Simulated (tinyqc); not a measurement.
What each parameter does: valley splitting of a silicon quantum well in envelope theory.

The well lies at 0 < z < L; U(z) = V0 [1/(1 + exp(z/w)) + 1/(1 + exp((L - z)/w))] - e F z, 1 mV/nm = 1e-4 eV/angstrom. The envelope psi solves -(c/ml) psi'' + U psi = E psi, c = hbar^2/2m0, by three-point differences on a grid of 0.1 angstrom from -40 to L + 40 angstrom. The two valleys at +/- k0 couple through D = C0 times the integral of exp(-i q z) U(z) psi^2, q = 2 k0 (2 pi/a), and split by Ev = 2|D|.

Random alloy: with Y(z) = Yw + (Yb - Yw) B(z), B the bracket in U, and in-plane density exp(-r^2/ad^2)/(pi ad^2), D gains a random complex part of variance sigma^2 = (C0^2/pi)(a^2 V0/(8 ad (Yb - Yw)))^2 (4/a) times the integral of psi^4 Y (1 - Y). Alone it gives a mean splitting sqrt(pi) sigma; together with the smooth part the rms splitting is 2 sqrt(|D|^2 + sigma^2).

Constants: hbar^2/2m0 = 3.80998211 eV angstrom^2.

Inputs chosen for the exercise (near those of a strained Si well in SiGe; not measured data):

| symbol | value | unit | meaning |
|---|---|---|---|
| L | 98 | angstrom | well width |
| V0 | 0.19 | eV | conduction offset |
| ml | 0.916 | m0 | mass along z |
| w | 0.5 | angstrom | interface width parameter |
| F | 9.8 | mV/nm | field pressing towards the upper interface |
| k0 | 0.841 | 2 pi/a | valley position |
| a | 5.431 | angstrom | lattice constant |
| C0 | 0.261 |  | Bloch overlap factor |
| Yb | 0.3 |  | Ge share of the barrier |
| Yw | 0 |  | Ge share of the well |
| ad | 110 | angstrom | dot radius |

Orbital spacing, psi^2 at z = L, the smooth splitting and sigma; V0 is held fixed when Yw changes.

One parameter was then changed.

Results before and after:

| case | E2 - E1 (meV) | psi^2(L) (1e-3/angstrom) | 2\|D\| (micro-eV) | sigma (micro-eV) |
|---|---|---|---|---|
| base | 27.62 | 4.979 | 76.74 | 8.4 |
| changed | 36.02 | 7.496 | 116.18 | 12.8 |

Which of these changes was made? (a) w = 0.65 angstrom; (b) C0 = 0.313; (c) ad = 150 angstrom; (d) V0 = 0.237 eV; (e) L = 104 angstrom; (f) F = 14.7 mV/nm; (g) k0 = 0.821 2 pi/a; (h) Yw = 0.03.

Answer: (f) F = 14.7 mV/nm. Of the candidates, run in turn, only this one gives the changed row.

All candidates:

| case | E2 - E1 (meV) | psi^2(L) (1e-3/angstrom) | 2\|D\| (micro-eV) | sigma (micro-eV) |
|---|---|---|---|---|
| base | 27.62 | 4.979 | 76.74 | 8.4 |
| ad = 150 angstrom | 27.62 | 4.979 | 76.74 | 6.2 |
| Yw = 0.03 | 27.62 | 4.979 | 76.74 | 81.7 |
| L = 104 angstrom | 27.61 | 4.979 | 76.80 | 8.4 |
| V0 = 0.237 eV | 27.67 | 3.950 | 76.56 | 8.1 |
| w = 0.65 angstrom | 27.61 | 4.876 | 40.19 | 9.0 |
| F = 14.7 mV/nm | 36.02 | 7.496 | 116.18 | 12.8 |
| k0 = 0.821 2 pi/a | 27.62 | 4.979 | 82.55 | 8.4 |
| C0 = 0.313 | 27.62 | 4.979 | 92.03 | 10.1 |

(tinyqc, `OMP_NUM_THREADS=1 python tinyqc.py 1251670 1251671 out.jsonl`, Intel(R) Xeon(R) Processor @ 2.30GHz, 1 thread, shared host, about 0.07 s.)
